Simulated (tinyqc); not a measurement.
Inside a calculation: shallow acceptor in the spherical four-band model. Values are carried at full precision from step to step, so a last printed digit may differ when a step is redone from the rounded ones.

Units Ry* = Ry/(g1 eps^2) and a* = a0 eps g1; mu = (6 g3 + 4 g2)/(5 g1) is the spherical heavy-light coupling and delta = (g3 - g2)/g1 the cubic term, which is left out.

Constants: Ry = 13.60569312 eV; a0 (Bohr radius) = 0.5291772105 angstrom.

Values chosen for the exercise (near those of a shallow acceptor in GaP, where the small spin-orbit splitting and strong warping make this model rough; the results hold for these values, not for the real material):
- g1 = 4.1 (Luttinger gamma1)
- g2 = 0.49 (gamma2)
- g3 = 1.23 (gamma3)
- eps = 11 (dielectric constant)
- al = (0.418, 2.51) 1/a*^2 (exponents a_i, the same for f and g)
- Dso = 0.082 eV (spin-orbit splitting)

## Units and couplings

Give Ry*, a*, mu, delta and the spherical masses 1/(g1 (1 -/+ mu)).

Ry* = 27.425 meV
a* = 23.87 angstrom
mu = 0.4556
delta = 0.1805

heavy and light mass (m0): 0.4480  0.1676

A hydrogen model with the heavy mass would bind by Ry*/(1 - mu) = 50.4 meV and with the light mass by 18.8 meV. delta/mu = 0.40: the cubic term is not small, so the spherical result is a first estimate.

## Matrices in a small basis

The ground state 1S3/2 has an L = 0 part f(r) and an L = 2 part g(r). In units of Ry* and a*, with Gaussians f_i = exp(-a_i r^2), g_i = r^2 exp(-a_i r^2), A = a_i + a_j and I(n) = Gamma((n + 1)/2)/(2 A^((n + 1)/2)): S_ff = I(2), S_gg = I(6), H_ff = (6 a_i a_j/A) I(2) - 2 I(1), H_gg = (14 a_i a_j/A) I(6) - 2 I(5), H_fg = -mu [15 I(2) - 20 a_j I(4) + 4 a_j^2 I(6)]; each function is then normalised. The split-off band is left out.

Form S and H.

S, lower triangle:
```
,f1,f2,g1,g2
f1,1.0000
f2,0.5852,1.0000
g1,0,0,1.0000
g2,0,0,0.2865,1.0000
```

H (Ry*), lower triangle:
```
,f1,f2,g1,g2
f1,-0.8094
f2,-1.0017,2.4737
g1,-0.7376,-1.2688,1.8255
g2,-0.2113,-4.4291,0.8471,14.8733
```

## Ground state in the small basis

Solve H u = E S u for the lowest level of the acceptor; the first half of the basis is L = 0 and the second L = 2. Give E, E without the f-g block, and the L = 2 weight u_g S_gg u_g with u S u = 1.

E = -1.168 Ry*
E without coupling = -0.880 Ry*
L = 2 weight = 0.087

Without the coupling the exact value is -1, which this basis, tuned to the compact coupled state, misses by 0.120. The coupling to L = 2 takes the level to 1.17 times that exact value.

## Converged result

Converged values use 22 exponents 2.2^i, i = -7 to 14, for f and for g.
Ground and next level of the same symmetry, L = 2 weight and mean radius.

1S3/2 and 2S3/2 (Ry*): -1.235  -0.336

binding energies (meV): 33.9  9.2

L = 2 weight = 0.091
<r> = 29.9 angstrom

The small basis reaches 95 % of the binding. The ratio 1S/2S is 3.68 (4 for hydrogen). The binding is 0.41 of Dso, so the split-off band, left out here, would deepen it noticeably.

## Checks

- Level at mu = 0 against -1 Ry*: both -1.0000.
- Ground level from a second, denser basis, Ry*: both -1.235.

Run: tinyqc, `OMP_NUM_THREADS=1 python tinyqc.py 1250194 1250195 out.jsonl`; Intel(R) Xeon(R) Processor @ 2.30GHz, one thread, shared host; about 0.05 s of CPU time with all checks.
